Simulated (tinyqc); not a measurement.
## Graded p-n junction, non-linear Poisson equation by Newton steps: starts and damping rules compared

One dimension, p side on the left, n side on the right; net doping C = (Nd - Na)/2 + ((Nd + Na)/2) tanh(x/Lg). The potential psi is counted from the intrinsic level, and the quasi-Fermi potentials are flat: 0 for holes and -V for electrons, so n = ni exp((psi + V)/Vt) and p = ni exp(-psi/Vt) (Boltzmann statistics, full ionisation, no current).

a_i = eps0 eps_r/h_i for the interval from node i to i + 1, with h_i = x_(i+1) - x_i in cm.

n_i = ni exp((psi_i + V)/Vt), p_i = ni exp(-psi_i/Vt), rho_i = p_i - n_i + C_i, g_i = (n_i + p_i)/Vt. Box widths w_i = (h_(i-1) + h_i)/2 in cm. Residual F_i = a_i (psi_(i+1) - psi_i) - a_(i-1) (psi_i - psi_(i-1)) + q rho_i w_i; Jacobian: a_(i-1) and a_i beside the diagonal, b_i = -a_(i-1) - a_i - q g_i w_i on it. The two end nodes are fixed.

Iterations until the largest undamped |d| is below 1e-9 V (the last, tiny step is counted), with a cap of 100; "overflow" would mean that an exponential left the range of double precision. Starts:
- neutral: psi_p = -Vt ln(Na/ni) on nodes with x < 0 and psi_n = Vt ln(Nd/ni) - V on the others.
- depletion: The parabolas of an abrupt Na-Nd junction in the depletion approximation: psi_p + q Na (x + xp)^2/(2 eps0 eps_r) for -xp < x < 0, psi_n - q Nd (xn - x)^2/(2 eps0 eps_r) for 0 < x < xn, flat outside, with W = sqrt(2 eps0 eps_r (psi_n - psi_p)(1/Na + 1/Nd)/q), xp = W Nd/(Na + Nd), xn = W Na/(Na + Nd), psi_p = -Vt ln(Na/ni), psi_n = Vt ln(Nd/ni) - V.
- linear: A straight line in x from psi_p = -Vt ln(Na/ni) at the first node to psi_n = Vt ln(Nd/ni) - V at the last.

Rules for the step d, which solves the tridiagonal system a_(i-1) d_(i-1) + b_i d_i + a_i d_(i+1) = -F_i:
- full Newton steps: the full step is added.
- logarithmic damping: each component d is damped to sign(d) Vt ln(1 + |d|/Vt) before it is added.
- steps capped at 4 Vt: if the largest |d| exceeds 4 Vt, the whole step is scaled down so that it equals 4 Vt.
- halved steps: half of the step is added while the largest |d| exceeds 1.5 Vt, the full step after that.

Values chosen for this exercise; band and dielectric values close to those of germanium: temperature T = 273 K; band gap Eg = 0.665 eV; relative permittivity eps_r = 15.9; conduction-band density of states at T Nc = 9.03e18 cm^-3; valence-band density of states at T Nv = 5.13e18 cm^-3; acceptor density of the p side Na = 3e17 cm^-3; donor density of the n side Nd = 7.5e17 cm^-3; bias of the p side against the n side V = 0.08 V; grading length Lg = 43 nm.

Constants: q = 1.602176634e-19 C, kB = 1.380649e-23 J/K, Vt = kB T/q, eps0 = 8.8541878128e-14 F/cm where lengths are in cm. Results are converted to the units shown.

| node | x (nm) | net doping C (cm^-3) |
|---|---|---|
| 0 | -391 | -3.00000e17 |
| 1 | -312 | -2.99999e17 |
| 2 | -243 | -2.99987e17 |
| 3 | -183 | -2.99789e17 |
| 4 | -131 | -2.97634e17 |
| 5 | -86.7 | -2.81709e17 |
| 6 | -48 | -1.98292e17 |
| 7 | -14.5 | 5.43836e16 |
| 8 | 14.5 | 3.95616e17 |
| 9 | 46.7 | 6.42601e17 |
| 10 | 82.5 | 7.27846e17 |
| 11 | 122 | 7.46408e17 |
| 12 | 166 | 7.49535e17 |
| 13 | 215 | 7.49952e17 |
| 14 | 270 | 7.49996e17 |
| 15 | 330 | 7.50000e17 |

ni = 4.95121e12 cm^-3

Iterations needed:

|  | full Newton steps | logarithmic damping | steps capped at 4 Vt | halved steps |
|---|---|---|---|---|
| neutral | 7 | 12 | 8 | 10 |
| depletion | 6 | 9 | 7 | 8 |
| linear | over 100 | 11 | 10 | 94 |

The fewest iterations, 6, are needed by full Newton steps from the depletion start. No result within 100 iterations: full Newton steps from the linear start. Lowest count for the worst start: steps capped at 4 Vt, at most 10 iterations.

Numbers from tinyqc (`OMP_NUM_THREADS=1 python tinyqc.py 2000081 2000082 out.jsonl`; about 0.04 s on one thread of a shared Intel Xeon 2.30GHz).
